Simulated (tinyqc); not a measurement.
Surface potential of a MOS transistor: implicit equation and explicit approximations: effect of the acceptor density at fixed gate voltage.

p-type body, charge-sheet picture, depletion and inversion only, full ionisation (an idealisation for deep acceptors), Boltzmann statistics (rough once Na exp(x - xn) passes about Nc/7). In units of Vt: xg = (Vg - Vfb)/Vt, x = psi/Vt, G = gamma/sqrt(Vt), xn = (2 phiF + Vc)/Vt. The implicit equation is (xg - x)^2 = G^2 [x - 1 + exp(x - xn)] for x above about 3. Cox = eps0 eox/tox.

ni = sqrt(Nc Nv) exp(-Eg/(2 Vt)), Eg in volts; phiF = Vt ln(Na/ni); gamma = sqrt(2 q eps0 eps_r Na)/Cox; VT = Vfb + Vt (xn + G sqrt(xn - 1)). Depletion value a = 1 + [sqrt(G^2/4 + xg - 1) - G/2]^2; inversion value b = xn + ln[(xg - xn)^2/G^2 - xn + 1] and first guess y = min(a, b) - ln(1 + exp(-|a - b|)) if a > xn + 1, else b = y = a; one second-order correction with D = exp(y - xn), p = 2 (xg - y) + G^2 (1 + D), w = (xg - y)^2 - G^2 (y - 1 + D): z = y + 2 w/(p + sqrt(p^2 - 2 (2 - G^2 D) w)), or the Newton step z = y + w/p where the root is not real. N_inv = (Cox Vt G/q) [sqrt(x - 1 + exp(x - xn)) - sqrt(x - 1)] at the root. Lambert form (Cox m Vt/q) W0[(G/(2 m sqrt(xn - 1))) exp((Vg - VT)/(m Vt))], m = 1 + G/(2 sqrt(xn - 1)). Errors under 1e-4 mV, and the linear form below VT, are printed as 0. Vfb is held fixed.

Parameters, values chosen for the exercise; band and dielectric values close to those of silicon:
- T = 350 K (temperature)
- Eg = 1.1 eV (band gap)
- eps_r = 11.8 (relative permittivity)
- Nc = 3.47e19 cm^-3 (conduction-band density of states at T)
- Nv = 3.36e19 cm^-3 (valence-band density of states at T)
- eox = 25.4 (relative permittivity of the gate insulator (close to zirconium oxide))
- tox = 7.5 nm (insulator thickness)
- Vfb = -0.36 V (flat-band voltage)
- Vc = 0.5 V (channel-body voltage)
- Vg = 1.1 V (gate-body voltage)

Constants: q = 1.602176634e-19 C, kB = 1.380649e-23 J/K, Vt = kB T/q, eps0 = 8.8541878128e-14 F/cm where lengths are in cm. Results are converted to the units shown.

Effect of the acceptor density at fixed gate voltage:
```
Na (cm^-3),psi (V),x - xn,error of y (mV),error of z (mV),N_inv (cm^-2),Cox (Vg - VT)/q (cm^-2),Lambert form (cm^-2)
5.7e14,1.267,10.97,59.9,32.5,3.512e12,9.717e12,5.066e12
1.2e15,1.284,10.04,59.6,32.1,3.151e12,8.837e12,4.452e12
2.7e15,1.302,9.011,58.8,31.2,2.745e12,7.855e12,3.773e12
5.9e15,1.319,7.998,56.9,29.4,2.331e12,6.877e12,3.105e12
1.3e16,1.334,6.943,53.0,25.8,1.879e12,5.838e12,2.411e12
2.8e16,1.348,5.867,45.4,19.1,1.397e12,4.757e12,1.717e12
6.2e16,1.359,4.631,31.1,8.45,8.545e11,3.524e12,9.958e11
1.4e17,1.359,3.014,11.8,-0.141,3.260e11,2.082e12,3.546e11
```

As Na goes from 5.7e14 to 1.4e17, psi rises from 1.27 to 1.36 V, x - xn falls from 11.0 to 3.01 and N_inv falls from 3.51e12 to 3.26e11 cm^-2. The Lambert form lies between 1.09 and 1.44 times N_inv. For Na = 5.7e14, 1.2e15, 2.7e15, 5.9e15, 1.3e16, 2.8e16, 6.2e16 the electron quasi-Fermi level lies less than 2 Vt below the band edge at the surface, or above it, where degeneracy and confinement, left out, matter.

Computed by the program tinyqc: `OMP_NUM_THREADS=1 python tinyqc.py 2122113 2122114 out.jsonl`, one thread of a shared Intel Xeon 2.30GHz, about 0.01 s for the whole run.
